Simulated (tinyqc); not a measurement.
p-i-n power rectifier, conductivity modulation at high injection: one step of the calculation.

A drift layer from x = -d to d (2 d = W) between ideal p+ and n+ emitters (no recombination in them). High injection, n = p, ambipolar diffusion with one lifetime; both mobilities scale as (T/300 K)^(-bt).

Task. Drift layer. Triangular field at breakdown with Ec = Kc N^(1/8): BV = eps0 eps_r Ec^2/(2 q N), so N = (eps0 eps_r Kc^2/(2 q BV))^(4/3); W = 2 BV/Ec; mu = mud (T/300 K)^(-bt); rho = 1/(q mu N); ideal resistance rho W.

Inputs (values chosen for the exercise); bulk values close to those of silicon: temperature T = 400 K; relative permittivity eps_r = 11.4; critical-field constant Kc = 3860 V/cm per (cm^-3)^(1/8); rated breakdown voltage of the drift layer BV = 400 V; drift mobility at 300 K mud = 1250 cm^2/(V s); temperature exponent of the drift mobility bt = 2.5.

Constants: q = 1.602176634e-19 C, eps0 = 8.8541878128e-14 F/cm where lengths are in cm. Results are converted to the units shown.

Wanted: N; Ec; W; mu; rho; ideal resistance.

Result.

N = 5.7443e14 cm^-3
Ec = 0.27008 MV/cm
W = 29.621 um
mu = 608.92 cm^2/(V s)
rho = 17.844 ohm cm
ideal resistance = 52.855 mohm cm^2

tinyqc, about 0.01 s, one thread, Intel Xeon 2.30GHz (shared host): `OMP_NUM_THREADS=1 python tinyqc.py 2230035 2230036 out.jsonl`
